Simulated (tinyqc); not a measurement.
Opening the gap, as alloying or pressure does: deep trap from a strong local potential in a two-band host (Koster-Slater model with semi-elliptic bands). Computed by tinyqc, a small Python program. Command: `OMP_NUM_THREADS=1 python tinyqc.py 3026001 3026002 out.jsonl deeptrap walk`. One thread of a shared host (Intel(R) Xeon(R) Processor @ 2.30GHz), about 0.03 s of CPU time with the checks.

The valence band spans -2 W_v to 0 and the conduction band E_g to E_g + 2 W_c. The orbital at the impurity site has weight f_v in the valence band and 1 - f_v in the conduction band, each spread as a semi-ellipse (2/(pi W^2)) sqrt(W^2 - x^2) about the band centre. The impurity adds U to this orbital. Spin is left out.

Inputs (values chosen for the exercise, with a gap close to that of GaN):
```
quantity                                value  unit
gap E_g                                  3.48    eV
half-width of the valence band W_v        3.1    eV
half-width of the conduction band W_c     5.8    eV
valence weight f_v of the site orbital   0.54     -
impurity potential U                    -14.5    eV
```

Impurity: attractive, donor-like.

Method:
- In the gap G(E) = f_v (2/W_v^2)[x - sqrt(x^2 - W_v^2)] - (1 - f_v)(2/W_c^2)[y - sqrt(y^2 - W_c^2)], x = E + W_v, y = E_g + W_c - E.
- The trap level solves G(E) = 1/U (bisection). With D = -dG/dE = D_v + D_c, D_v = f_v (2/W_v^2)[x/sqrt(x^2 - W_v^2) - 1] and D_c = (1 - f_v)(2/W_c^2)[y/sqrt(y^2 - W_c^2) - 1], the weight on the impurity orbital is 1/(U^2 D) and the conduction-band character is D_c/D.
- The conduction band is shifted rigidly; widths, weights and U stay.

Against the gap:
```
E_g (eV)  E_t (eV)  depth below E_c (eV)  conduction character
1.74          none                     -                     -
2.26          none                     -                     -
2.78          none                     -                     -
3.13          none                     -                     -
3.48        3.4793              0.000694               0.99144
4.00        3.9891              0.010930               0.97083
4.52        4.4903              0.029730               0.95782
5.57        5.4876              0.082406               0.94386
```

As the conduction band moves up by 2.090 eV the level follows by 2.008 eV, a mean slope of 0.96; the local slope is the conduction character. A shallow donor would follow with slope 1 and a shallow acceptor with slope 0. For E_g = 1.74, 2.26, 2.78, 3.13 eV there is no level in the gap: it has merged into a band.
